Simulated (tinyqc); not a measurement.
# Energy and delay of logic against supply voltage: two studies

One expression serves below and above threshold: I(Vg) = Ik [ln(1 + exp((Vg - VT + dd V)/(al nf Vt)))]^al, with I_on = I(V) and I_off = I(0). Gate delay td = kd C V/I_on, clock period LD td. Per gate and cycle the switching energy is act C V^2 and the leakage energy I_off V LD td. No short-circuit current, no variation. Minima are sought above 0.09 V; below a few Vt gates no longer switch and the model has no meaning.

Inputs (values chosen for the exercise); values of the order met in logic technologies:
```
symbol,value,unit,meaning
T,300,K,temperature
VT,0.22,V,threshold voltage at zero drain bias
nf,1.44,,slope factor
dd,0.03,,barrier lowering per volt of supply
Ik,0.31,uA,specific current of a gate
al,1.26,,exponent of the current law
C,1.7,fF,load capacitance of a gate
kd,1.1,,delay factor
LD,20,,logic depth
act,0.02,,activity factor
```

Constants: q = 1.602176634e-19 C, kB = 1.380649e-23 J/K, Vt = kB T/q. Results are converted to the units shown.

Each table varies one quantity; the others keep the values above.

## Energy and delay against supply voltage

EDP = energy times td.

Energy and delay against supply voltage:
```
V (V)  I_on (uA)  I_off (nA)  td (ps)  switching (aJ)  leakage (aJ)  energy (aJ)  EDP (fJ ps)
0.18     0.09491      0.9660     3547           1.102         12.33        13.44        47.65
0.29      0.6725       1.055    806.3           2.859         4.934        7.794        6.284
0.41       1.963       1.162    390.6           5.715         3.721        9.436        3.686
0.52       3.425       1.269    283.9           9.194         3.746        12.94        3.674
0.63       5.040       1.385    233.8           13.49         4.081        17.58        4.109
0.75       6.934       1.525    202.3           19.12         4.627        23.75        4.805
0.86       8.771       1.665    183.4           25.15         5.252        30.40        5.574
0.97       10.69       1.818    169.7           31.99         5.985        37.98        6.443
1.09       12.87       2.001    158.4           40.40         6.909        47.30        7.491
1.2        14.94       2.185    150.2           48.96         7.877        56.84        8.538
```

td falls from 3550 to 150 ps; the energy goes from 13.4 through a minimum of 7.79 (at V = 0.29 V among the rows listed) to 56.8 aJ and the EDP goes from 47.7 through a minimum of 3.67 (at V = 0.52 V among the rows listed) to 8.54 fJ ps. The exact minima lie at V = 0.300 V for the energy and 0.461 V for the EDP. Going from 1.2 V to the energy minimum saves a factor of 7.31 in energy and costs a factor of 4.91 in delay. Below the minimum the leakage energy rises faster than the switching energy falls, because the clock period grows so steeply.

## Optimum supplies against the slope factor

Same model as above.

V_min minimises the energy and V_EDP the product of energy and td.

Optimum supplies against the slope factor:
```
nf   V_min (V)  energy at V_min (aJ)  leakage share (%)  clock at V_min (MHz)  V_EDP (V)  clock at V_EDP (GHz)
1       0.2094                 2.246              33.62                 22.07     0.3759                0.1734
1.1     0.2303                 2.961              39.10                 34.27     0.3866                0.1621
1.2     0.2513                 3.928              45.34                 46.28     0.4031                0.1563
1.3     0.2721                 5.225              51.83                 56.75     0.4247                0.1536
1.4     0.2923                 6.944              58.17                 65.10     0.4500                0.1522
1.5     0.3116                 9.182              64.05                 71.22     0.4775                0.1510
1.6     0.3295                 12.04              69.34                 75.29     0.5059                0.1494
```

Read the table: what changes, and by how much?

As nf goes from 1 to 1.6, V_min rises from 0.209 to 0.330 V, the energy there rises from 2.25 to 12.0 aJ, the clock there rises from 22.1 to 75.3 MHz and V_EDP rises from 0.376 to 0.506 V.

Computed by the program tinyqc: `OMP_NUM_THREADS=1 python tinyqc.py 2082193 2082194 out.jsonl`, one thread of a shared Intel Xeon 2.30GHz, about 0.01 s for the whole run.
